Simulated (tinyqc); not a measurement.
Competing polymorphs of an oxide film: bulk, surface, grain-boundary, dopant and field terms: one step, computed by the program tinyqc. Command: `OMP_NUM_THREADS=1 python tinyqc.py 3006042 3006043 out.jsonl polymorph walk`. One thread of a shared host (Intel(R) Xeon(R) Processor @ 2.30GHz), about 0.01 s of CPU time with the checks.

Phases: monoclinic m (reference), polar orthorhombic o, tetragonal t. Free energies per formula unit (f.u.); 1 J/m^2 x angstrom^3/nm = 6.241509 meV.

Problem. Crossing points. With G = b + gamma Omega A (b the bulk free energy per formula unit, A the area per volume), two phases i, j cross at A_ij = (b_j - b_i)/(Omega (gamma_i - gamma_j)); o has a window only if A_mo < A_ot.

Inputs (values chosen for the exercise, for a model oxide):
```
quantity                       value        unit
surface energy of m             2.74       J/m^2
surface energy of o             1.96       J/m^2
surface energy of t             1.84       J/m^2
volume per formula unit Omega   34.5  angstrom^3
temperature T                    300           K
```

b (meV/f.u.): m 0.00, o 50.69, t 70.30

Give: A_mo; A_ot; A_mt.

Solution.

A_mo = 0.3018 1/nm

A_ot = 0.7589 1/nm

A_mt = 0.3627 1/nm

o is lowest for A between 0.302 and 0.759 1/nm, m below and t above.
